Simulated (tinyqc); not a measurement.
Worked calculation: Luttinger-Kohn k.p, four valence bands. One step of it, computed by the program tinyqc.

Problem. Hole masses. E = c [g1 k^2 -/+ 2 sqrt(g2^2 k^4 + 3 (g3^2 - g2^2)(kx^2 ky^2 + ky^2 kz^2 + kz^2 kx^2))] with c = hbar^2/2m, and m* = hbar^2 k^2 / (2 E).

Luttinger parameters chosen for this model; energies are counted downward from the top of the valence band:
```
parameter      value  unit
g1         17.020000
g2          3.490000
g3          5.430000
```

Give: Masses.

Solution.

Masses (electron masses):
```
direction   heavy   light
[100]      0.0996  0.0417
[110]      0.1431  0.0370
[111]      0.1623  0.0359
```
